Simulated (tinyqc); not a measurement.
Inside a calculation: k.p theory built from an empirical-pseudopotential calculation at Gamma. Values are carried at full precision from step to step, so a last printed digit may differ when a step is redone from the rounded ones.

Empirical pseudopotential on the fcc lattice, atoms at +/- tau, tau = a (1,1,1)/8, no spin-orbit coupling. H(G,G') = c (2 pi/a)^2 |k + G|^2 delta + VS(q) cos(q.tau) + i VA(q) sin(q.tau), q = G - G', c = hbar^2/2m0; k and G in units of 2 pi/a; VS at |q|^2 = 3, 8, 11 and VA at 3, 4, 11, in rydberg, zero elsewhere. The basis is fixed: all 65 G with |G|^2 up to Gcut. Energies are counted from the fourth level at Gamma.

Constants: hbar^2/2m0 = 3.80998211 eV angstrom^2; Ry = 13.60569312 eV.

Values chosen for the exercise (near those of GaSb; the results hold for these values, not for the real material):
```
symbol  value                    unit        meaning
a       6.132                    angstrom    lattice constant
VS      (-0.217, -0.001, 0.051)  Ry          symmetric form factors
VA      (0.06, 0.049, 0.011)     Ry          antisymmetric form factors
Gcut    16                       (2 pi/a)^2  largest |G|^2 of the fixed basis
```

## Levels at Gamma

Diagonalise H at k = 0 and group equal levels.

Multiplets at Gamma:
```
multiplet  degeneracy    E (eV)
1                   1  -10.5974
2                   3    0.0000
3                   1    0.7274
4                   3    4.2627
5                   1    7.3538
6                   2    7.9711
7                   3   11.6573
8                   1   12.7695
9                   3   23.6234
```

The lowest empty multiplet is a singlet at 0.727 eV; the lowest empty singlet (s-like) is multiplet 3.

## Mass of the s-like conduction level (multiplet 3)

For a multiplet A of d_A states, W(B) = (4 c/(3 d_A)) sum over n in A, m in B and i = x, y, z of |<n|G_i|m>|^2 (G in 1/angstrom, <n|G_i|m> = sum_G c_n(G)* G_i c_m(G)); the mean inverse mass of A is 1 + sum_B W(B)/(E_A - E_B). Multiplets with W = 0 are left out.

List the couplings (the first eight at most); W to the valence triplet is the Kane energy Ep.

Couplings:
```
multiplet B  degeneracy  E_B (eV)   W (eV)  W/(E_A - E_B)
2                     3    0.0000  15.0499        20.6898
4                     3    4.2627   0.0666        -0.0188
7                     3   11.6573   0.2167        -0.0198
10                    3   23.7837   0.4588        -0.0199
12                    3   24.0414   0.1673        -0.0072
15                    3   35.4037   0.0465        -0.0013
16                    3   36.1936   0.0002         0.0000
19                    3   36.9391   0.0059        -0.0002
```

sum over the higher multiplets = -0.0011
1/m = 21.6214

Ep = 15.05 eV. The valence triplet gives 20.69, all other levels together -0.07; m = 0.0463, against 0.0461 for two levels alone.

## Valence parameters

Fold all other levels onto the valence triplet: D(u) = c + 4 c^2 sum_m <n|u.G|m><m|u.G|n'>/(0 - E_m), in units of c. Along [100] its eigenvalues are L (once) and M (twice); along [111] (L + 2M + 2N)/3 (once) and (L + 2M - N)/3 (twice). Then g1 = -(L + 2M)/3, g2 = -(L - M)/6, g3 = -N/6.

eigenvalues along [100]: -21.094  -1.793  -1.793

eigenvalues along [111]: -23.130  -0.776  -0.776

L, M, N: -21.094  -1.793  -22.354

g1, g2, g3: 8.227  3.217  3.726

With spin-orbit coupling added at fixed g1, g2, g3 and large against the hole energy these give heavy and light masses along [100] of 0.558 and 0.068. The s-like level alone adds Ep/(3E) = 6.90 to g1. Local form factors fix Ep and the gap only roughly, so these values can lie far from measured ones.

## Checks

- 1/m of the s-like level from the sum against the curvature of the band: both 21.62.
- L and M against the curvatures along [100]: largest relative difference 4.8e-06.

Computed by tinyqc, a small Python program: `OMP_NUM_THREADS=1 python tinyqc.py 1050667 1050668 out.jsonl` (the numbers bound the seed that draws the inputs); one thread of a shared host (Intel(R) Xeon(R) Processor @ 2.30GHz), about 0.4 s for the whole set of steps.
